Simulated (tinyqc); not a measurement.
Rapid thermal processing of a wafer: radiative balance, ramp and cooling, pattern effects, pyrometer error and spike budget. From one set of inputs to another, one input at a time. Computed by tinyqc, a small Python program. Command: `OMP_NUM_THREADS=1 python tinyqc.py 3113711 3113712 out.jsonl rtp ladder`. One thread of a shared host (Intel(R) Xeon(R) Processor @ 2.30GHz), about 0.08 s of CPU time with the checks.

The wafer is opaque and uniform through its thickness unless said otherwise; temperatures in formulas are in kelvin (C + 273.15). sigma = 5.670374419e-12 W/(cm^2 K^4).

The inputs printed are set A. Inputs not listed in the table keep their values of set A, so the rows need not describe a real material.

Inputs (values chosen for the exercise, modelled on a hot silicon wafer):

| quantity | value | unit |
|---|---|---|
| wafer thickness d | 625 | micrometre |
| heat capacity per volume C | 2.22 | J/(cm^3 K) |
| thermal conductivity k | 0.21 | W/(cm K) |
| emissivity eps of each face | 0.56 | - |
| reflectivity of the chamber walls r | 0.53 | - |
| gas heat-transfer coefficient h, both faces together | 7.4 | mW/(cm^2 K) |
| wall temperature T_w | 500 | K |
| process temperature | 1020 | C |
| ramp rate | 55 | K/s |
| relative change of absorptivity over a pattern | 2 | % |
| period of the pattern | 0.7 | mm |
| pyrometer wavelength | 0.95 | micrometre |
| error of the assumed emissivity | 4.1 | % |
| activation energy of the process E_a | 2.7 | eV |

Constants: k_B = 8.617333262e-05 eV/K; h = 6.62607015e-34 J s; c = 299792458 m/s; k_B = 1.380649e-23 J/K.

Method:
- Effective emissivity between parallel grey plates: eps_eff = 1/(1/eps + 1/(1 - r) - 1). Loss per area q(T) = 2 eps_eff sigma (T^4 - T_w^4) + h (T - T_w).
- Absorbed power during a ramp = q(T) + C d x ramp rate; thermal time constant tau = C d/(dq/dT), dq/dT = 8 eps_eff sigma T^3 + h; natural cooling rate q/(C d); front-to-back difference under one-sided heating at the end of the ramp = (absorbed power) d/(2 k).
- At steady state a sinusoidal change of absorbed power of relative amplitude a and period p gives the temperature amplitude a q/(dq/dT + k d (2 pi/p)^2); healing length l = sqrt(k d/(dq/dT)); process change = E_a dT/(k_B T^2). Emissivity is taken as unchanged.
- Signal proportional to eps/(exp(c2/(lambda T)) - 1), c2 = h c/k_B. If the assumed emissivity is too high by the given error, the reading T' solves (1 + error)/(exp(c2/(lambda T')) - 1) = 1/(exp(c2/(lambda T)) - 1). Wien estimate: T' - T = -lambda T^2 ln(1 + error)/c2. Process rates go as exp(-E_a/(k_B T)).

Each row keeps all changes above it:

| input moved | from | to | time constant tau (s) | amplitude (K) | reading less true temperature (K) |
|---|---|---|---|---|---|
| set A | - | - | 3.3783 | 0.0031216 | -4.4215 |
| ramp rate (K/s) | 55 | 100 | 3.3783 | 0.0031216 | -4.4215 |
| reflectivity of the chamber walls r | 0.53 | 0.27 | 2.6225 | 0.0038285 | -4.4215 |
| wafer thickness d (micrometre) | 625 | 525 | 2.2029 | 0.0045573 | -4.4215 |
| gas heat-transfer coefficient h, both faces together (mW/(cm^2 K)) | 7.4 | 1.5 | 2.4794 | 0.0035045 | -4.4215 |
| emissivity eps of each face | 0.56 | 0.58 | 2.4108 | 0.0035997 | -4.4215 |
| thermal conductivity k (W/(cm K)) | 0.21 | 0.22 | 2.4108 | 0.0034361 | -4.4215 |
| activation energy of the process E_a (eV) | 2.7 | 3.46 | 2.4108 | 0.0034361 | -4.4215 |

Which inputs carry the difference?

Time constant tau goes from 3.38 to 2.41, a factor 0.714 in all. The largest single move comes from reflectivity of the chamber walls r (a factor 0.776), and gas heat-transfer coefficient h, both faces together works against it (a factor 1.13). Amplitude goes from 0.00312 to 0.00344, a factor 1.10 in all. The largest single move comes from gas heat-transfer coefficient h, both faces together (a factor 0.769), but it runs against the net change; the largest move in the direction of the net change is reflectivity of the chamber walls r (a factor 1.23). The single moves hold for this order of the switches; the total does not depend on the order.

Extremes, crossings and ranges named in words are read from the listed rows.
